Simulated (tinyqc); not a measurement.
Worked calculation: CID on RHF in the sto-6g basis, for H3-, spin multiplicity 1. The basis has no diffuse functions, so it cannot describe the extra electron: this is an exercise in the method, not the real anion. One step of it, computed by the program tinyqc.

Task: CID: roots. Diagonalise (each vector has its largest component positive (the first on a tie)); all determinants have Ms = 0, so triplets appear too. The lowest singlet root is the correlation energy.

Occupation strings over the orbitals (2 doubly, a alpha, b beta, 0 empty; spin orbitals ordered 1a 1b 2a 2b ...): 220 202 ab2 ba2 022

H - E(HF) between determinants (hartree), order 220, 202, ab2, ba2, 022:
$$\begin{pmatrix}
0.000000 & 0.139422 & 0.000000 & 0.000000 & 0.131885 \\
0.139422 & 1.529083 & 0.000000 & 0.000000 & 0.163338 \\
0.000000 & 0.000000 & 1.756689 & -0.163338 & 0.000000 \\
0.000000 & 0.000000 & -0.163338 & 1.756689 & 0.000000 \\
0.131885 & 0.163338 & 0.000000 & 0.000000 & 2.085328
\end{pmatrix}$$

Give: lowest roots of this matrix, relative to E(HF); lowest vectors; <S^2> of these roots; weight of the ground state by excitation level 0, 1, 2, ....

Result:

lowest roots of this matrix, relative to E(HF) (hartree): [-0.0191, 1.4912, 1.5934, 1.9200, 2.1424]

lowest vectors, order 220, 202, ab2, ba2, 022:
$$\begin{pmatrix}
0.9949 & 0.0650 & 0.0000 & 0.0000 \\
-0.0837 & 0.9584 & 0.0000 & 0.0000 \\
0.0000 & 0.0000 & 0.7071 & 0.7071 \\
0.0000 & 0.0000 & 0.7071 & -0.7071 \\
-0.0559 & -0.2779 & 0.0000 & 0.0000
\end{pmatrix}$$

<S^2> of these roots: [0.0000, 0.0000, 2.0000, 0.0000, 0.0000]

weight of the ground state by excitation level 0, 1, 2, ...: [0.9899, 0.0000, 0.0101]
